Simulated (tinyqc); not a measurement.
# Changing the bath temperature T2

Model: precursor delivery by bubblers, mass-transport growth and the solid composition of a III-V alloy. Computed by tinyqc, a small Python program. Command: `OMP_NUM_THREADS=1 python tinyqc.py 3005619 3005620 out.jsonl movpe_thermo sweep`. One thread of a shared host (Intel(R) Xeon(R) Processor @ 2.30GHz), about 0.01 s of CPU time with the checks.

1 sccm = 44.615 micromol/min; 1 torr = 133.322 Pa. The sources decompose fully at the surface.

Inputs (values chosen for the exercise, modelled on trimethylgallium (source 1) and trimethylindium (source 2) for the vapour pressures):
```
quantity                                                value      unit
bath temperature T1                                       265         K
bubbler pressure p_b                                      760      torr
carrier flow F1                                           3.3      sccm
carrier flow F2                                           330      sccm
total flow F_t                                            5.1       slm
group-V flow F_V                                           25      sccm
reactor pressure p                                        760      torr
growth temperature T                                      890         K
diffusivity at 273 K and 760 torr                        0.36    cm^2/s
flow cross-section A                                       48      cm^2
distance from the leading edge z                          6.7        cm
lattice constant a                                       5.88  angstrom
interaction L0 of the solid                              11.4    kJ/mol
vapour fraction x_v of D among the group-V sources       0.73         -
exchange energy dG_x of AC + (1/2) D2 -> AD + (1/2) C2   -9.8    kJ/mol
```

Alloy: mixing on the group-V sites.

constants a, b of source 1 (log10 torr, K): 8.094  1703

constants a, b of source 2 (log10 torr, K): 10.53  3014

Constants: k_B = 1.380649e-23 J/K; R = 8.314462618 J/(mol K).

Method:
- log10 p_v = a - b/T_bath; molar flow = F x 44.615 x p_v/(p_b - p_v) for a saturated bubbler.
- p_i = p n_i/(44615 F_t), F_t in slm; p_V = p F_V/(1000 F_t), counted per molecule supplied; V/III = 44.615 F_V/(n1 + n2); vapour fraction of source 2 = n2/(n1 + n2).
- Mean velocity u = (F_t/A)(760/p)(T/273); D = D0 (T/273)^1.75 (760/p); boundary layer delta = sqrt(pi D z/u); flux = D dp/(delta k_B T); growth rate = flux x a^3/4.
- At high V/III the group-V pressures at the surface equal those supplied, as dimers: p_D2/p_C2 = x_v/(1 - x_v). Equilibrium of the solid AC(1-x)D(x), A standing for the mix of both group-III metals: ln[x/(1 - x)] + L0 (1 - 2x)/(R T) = -dG_x/(R T) + (1/2) ln[x_v/(1 - x_v)]. Growth rate = rate per torr x (p_1 + p_2). Sensitivity dx/dx_v = [1/(2 x_v (1 - x_v))]/[1/(x (1 - x)) - 2 L0/(R T)].

One run for each value; columns: (1) bath temperature T2 (K); (2) vapour pressure 2 (torr); (3) molar flow 2 (micromol/min); (4) vapour fraction of source 2; (5) solid fraction x:
```
(1)     (2)     (3)      (4)      (5)
283   0.758   14.70  0.60505  0.96256
288   1.161   22.52  0.70116  0.96256
293   1.751   34.00  0.77985  0.96256
298   2.606   50.65  0.84069  0.96256
303   3.827   74.50  0.88587  0.96256
308   5.550  108.31  0.91859  0.96256
313   7.954  155.72  0.94194  0.96256
318  11.272  221.66  0.95849  0.96256
```

Over the rows, vapour pressure 2 (torr) rises from 0.758 to 11.3 (exponent d ln y / d ln x 24 between the first rows and 22 between the last); molar flow 2 (micromol/min) rises from 14.7 to 222 (exponent d ln y / d ln x 24 between the first rows and 22 between the last); vapour fraction of source 2 rises from 0.605 to 0.958 (exponent d ln y / d ln x 8.4 between the first rows and 1.1 between the last).

Caution (all rows): the boundary layer is a quarter or more of the root of the cross-section, so it fills much of the channel and depletion along the flow matters. Caution (rows 303, 308, 313, 318): so low a V/III ratio is near the limit of smooth growth, and depletion of group V, left out here, shifts the composition.

Extremes, crossings and ranges named in words are read from the listed rows.
